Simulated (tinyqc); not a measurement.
Two channel transmissions from conductance and noise.

Inverse problem. A contact has two spin-degenerate channels: G = (2 q^2/h)(T1 + T2), Fano factor F = [T1 (1 - T1) + T2 (1 - T2)]/(T1 + T2), T1 > T2. Find T1 and T2.

G in units of 2 q^2/h = 1.26
Fano factor = 0.24555556

Answer. With g = T1 + T2, T1^2 + T2^2 = g (1 - F), so (T1 - T2)^2 = 2 g (1 - F) - g^2.

T1 = 0.9100
T2 = 0.3500

Computed by the program tinyqc: `OMP_NUM_THREADS=1 python tinyqc.py 2740116 2740117 out.jsonl`, one thread of a shared Intel Xeon 2.30GHz, about 0.6 s for the whole run.
